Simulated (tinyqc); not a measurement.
Ewald sum of point charges, simple cubic lattice in a neutralising background, step by step. Computed by tinyqc, a small Python program that keeps every step. Command: `OMP_NUM_THREADS=1 python tinyqc.py 29617 29618 out.jsonl` (the two numbers bound the seeds that draw the settings). One thread of a shared host (Intel(R) Xeon(R) Processor @ 2.60GHz), about 0.02 s of CPU time with the checks.

## Ewald sum with eta = 0.425 1/bohr

cell vectors (rows) (bohr):
```
,1,2,3
1,9.090000,0.000000,0.000000
2,0.000000,9.090000,0.000000
3,0.000000,0.000000,9.090000
```

Charges:
```
q,f1,f2,f3
2.000000,0.000000,0.000000,0.000000
```

Real space: 1/2 sum q_i q_j erfc(eta r)/r over all images with r > 0; reciprocal space: (2 pi/V) sum_(G != 0) exp(-G^2/4 eta^2)/G^2 |S(G)|^2 with S(G) = sum q exp(i G.r); self term -eta/sqrt(pi) sum q^2; background -pi Q^2/(2 V eta^2), Q the total charge.

Real-space shells (first ones):
```
r (bohr),pairs,sum (hartree)
9.090000,6,6.16e-08
12.855201,12,0
```

Reciprocal shells (first ones that count):
```
G^2 (1/bohr^2),vectors,sum (hartree)
0.477784,6,0.216906
0.955569,12,0.111963
1.433353,8,0.025686
1.911138,6,0.007458
2.388922,24,0.012319
2.866706,24,0.005299
3.822275,12,0.000529
4.300060,30,0.000607
4.777844,24,0.000226
5.255628,24,0.000106
5.733413,8,0.000017
6.211197,24,0.000024
```

## The total does not depend on eta

The same sums for other eta.

Totals (hartree per cell):
```
eta,real,reciprocal,self,background,total
0.425000,6.16e-08,0.381168,-0.959122,-0.046314,-0.62426787
0.560000,0,0.666192,-1.263785,-0.026675,-0.62426787
0.712000,0,0.999046,-1.606812,-0.016502,-0.62426787
```

shortest distance = 9.090000 bohr
